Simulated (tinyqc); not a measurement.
BCS gap equation with a constant attraction inside the Debye window: one step, computed by the program tinyqc.

Pairs attract with strength V for |xi| < k_B Theta; N(0) is the density of states for one spin. Energies are given as temperatures (E/k_B, in K) unless marked.

Question. Lengths and fields. xi_0 = hbar v_F/(pi Delta_0); lambda_L = sqrt(m_0 eps_0 c^2/(n e^2)); N(0) = 3 n/(2 m_0 v_F^2) for one spin; condensation energy N(0) Delta_0^2/2 = B_c^2/(2 mu_0), mu_0 = 1/(eps_0 c^2); with scattering lambda = lambda_L sqrt(1 + xi_0/l) in the local limit (where xi_0 and l both exceed lambda, nonlocal response makes the true depth larger); Ginzburg-Landau kappa = 0.96 lambda_L/xi_0 + 0.72 lambda_L/l. Free-electron mass throughout; heavier carriers, as in niobium or vanadium, give a larger lambda_L and kappa and can make the metal type II.

Inputs (values chosen for the exercise, for a model metal):

| quantity | value | unit |
|---|---|---|
| Debye temperature Theta | 451 | K |
| Fermi velocity v_F | 480000 | m/s |
| electron density n | 10.9 | 1e28/m^3 |
| mean free path l | 2.6 | nm |

Solver: secant.

Delta_0 = 54.99215 K

Constants: hbar = 1.054571817e-34 J s; k_B = 1.380649e-23 J/K; m_0 = 9.1093837015e-31 kg; eps_0 = 8.8541878128e-12 F/m; c = 299792458 m/s; e = 1.602176634e-19 C.

Give: coherence length xi_0; London depth lambda_L; critical field B_c(0); depth with scattering; Ginzburg-Landau kappa.

Answer.

coherence length xi_0 = 21.22 nm

London depth lambda_L = 16.10 nm

critical field B_c(0) = 751.2 mT

depth with scattering = 48.72 nm

Ginzburg-Landau kappa = 5.185

kappa exceeds 1/sqrt(2): type II, and the sample is dirty, l well below xi_0.
